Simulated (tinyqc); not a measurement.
Inputs raised by 2 %, one at a time: switching kinetics of a ferroelectric film and the memory window of a ferroelectric gate stack. Computed by tinyqc, a small Python program. Command: `OMP_NUM_THREADS=1 python tinyqc.py 3024192 3024193 out.jsonl feswitch sens`. One thread of a shared host (Intel(R) Xeon(R) Processor @ 2.30GHz), about 0.03 s of CPU time with the checks.

Fields in MV/cm; 1 microcoulomb/cm^2 over eps_0 is 11.29409 MV/cm. In the stack (metal, ferroelectric, interlayer, channel) the channel is taken as a conductor.

Inputs (values chosen for the exercise, for a model film):
```
quantity                                   value               unit
saturation polarisation P_s                   15  microcoulomb/cm^2
ratio P_r/P_s                               0.89                  -
coercive field E_c                           1.2              MV/cm
permittivity of the ferroelectric eps_F       43                  -
thickness t_F                                 15                 nm
permittivity of the interlayer eps_I         3.9                  -
interlayer thickness t_I                    0.59                 nm
share s of P screened by trapped charge     0.57                  -
pulse height V                                 3                  V
time constant t_inf                      1.5e-10                  s
activation field E_a                         4.1              MV/cm
Merz exponent alpha                            2                  -
dimension n                                    3                  -
half width w of log10 t                     0.33                  -
pulse length t_p                         4.7e-08                  s
breakdown field of the interlayer             16              MV/cm
```

Kinetics: nucleation-limited (NLS).

Method:
- Saturated branches: P(E) = P_s tanh[(E -/+ E_c)/(2 delta)], delta = E_c/ln[(1 + P_r/P_s)/(1 - P_r/P_s)]; D = P + eps_0 eps_F E.
- At threshold the channel charge is negligible, so D = 0 on each branch: (1 - s) P(E) + eps_0 eps_F E = 0, with the screened share s. The rising branch has the root E0 between 0 and E_c; window = 2 E0 t_F; its upper bound is 2 E_c t_F.
- Series stack: V = E_F t_F + E_I t_I and eps_I E_I = eps_F E_F + (1 - s) P/eps_0. Before switching P = -P_r, after it P = +P_s; in retention V = 0 and P = +P_r.
- Merz's law: t1 = t_inf exp[(E_a/E)^alpha] at the mean of the fields before and after switching. NLS: switched share = integral of [1 - exp(-(t/tau)^n)] F(z) dz over z = log10 tau, with the Lorentzian F = (1/pi) w/[(z - log10 t1)^2 + w^2].

Runs; columns: (1) input moved; (2) from; (3) to; (4) memory window (V); (5) depolarising field in retention (MV/cm); (6) E_F after switching (MV/cm); (7) switching time t1 (s):
```
(1)                                                  (2)       (3)     (4)      (5)      (6)         (7)
base run                                               -         -  2.3397  0.45609  0.88256  1.2128e-06
saturation polarisation P_s (microcoulomb/cm^2)       15      15.3  2.3576  0.46521  0.87231  1.2219e-06
permittivity of the ferroelectric eps_F               43     43.86  2.3217  0.45334  0.87725  1.3528e-06
thickness t_F (nm)                                    15      15.3  2.3865  0.44981  0.87042  1.5617e-06
permittivity of the interlayer eps_I                 3.9     3.978  2.3397  0.44981  0.89793  1.0826e-06
interlayer thickness t_I (nm)                       0.59    0.6018  2.3397  0.46241  0.86707  1.3630e-06
activation field E_a (MV/cm)                         4.1     4.182  2.3397  0.45609  0.88256  1.7445e-06
time constant t_inf (s)                          1.5e-10  1.53e-10  2.3397  0.45609  0.88256  1.2371e-06
```

Exponents ln(y'/y) / ln(x'/x):
```
input                                    memory window  depolarising field in retention  E_F after switching  switching time t1
saturation polarisation P_s                      0.384                            1.000               -0.590              0.375
permittivity of the ferroelectric eps_F         -0.390                           -0.305               -0.305              5.514
thickness t_F                                    1.000                           -0.700               -0.700             12.766
permittivity of the interlayer eps_I             0.000                           -0.700                0.872             -5.737
interlayer thickness t_I                         0.000                            0.695               -0.894              5.894
activation field E_a                             0.000                            0.000                0.000             18.357
time constant t_inf                              0.000                            0.000                0.000              1.000
```

To which inputs is each result most sensitive?

Among the inputs moved here: memory window answers most in size to thickness t_F (exponent +1.000), next to permittivity of the ferroelectric eps_F (-0.390); its exponent is below 0.0005 for permittivity of the interlayer eps_I, interlayer thickness t_I, activation field E_a, time constant t_inf. Its exponent +1.000 in thickness t_F: the window is a field times the thickness. Depolarising field in retention answers most in size to saturation polarisation P_s (exponent +1.000), next to thickness t_F (-0.700); its exponent is below 0.0005 for activation field E_a, time constant t_inf. E_F after switching answers most in size to interlayer thickness t_I (exponent -0.894), next to permittivity of the interlayer eps_I (+0.872); its exponent is below 0.0005 for activation field E_a, time constant t_inf. Switching time t1 answers most in size to activation field E_a (exponent +18.357), next to thickness t_F (+12.766). Its exponent +1.000 in time constant t_inf: a prefactor.

Caution (all rows): the interlayer field exceeds its breakdown field, so charge injection would change the fields. Caution (all rows): E_F after switching lies below E_c, so switching stalls before P_s and that state is not reached. Caution (all rows): the field changes much during switching, so one mean field is a crude stand-in.
